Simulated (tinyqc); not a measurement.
# Site energy and hopping from one surface Green function

Problem. A semi-infinite chain with site energy e0 and hopping -t has g_s = 1/(E - e0 - t^2 g_s). Inside the band |g_s| = 1/t and Re g_s = (E - e0)/(2 t^2). Find t and e0.

g_s at E = 0.91 eV = 0.13923182-0.34320360i 1/eV

Solution. t = 1/|g_s|, and e0 = E - 2 t^2 Re g_s.

t = 2.700 eV
e0 = -1.120 eV

tinyqc, about 0.05 s, one thread, Intel Xeon 2.30GHz (shared host): `OMP_NUM_THREADS=1 python tinyqc.py 2680019 2680020 out.jsonl`
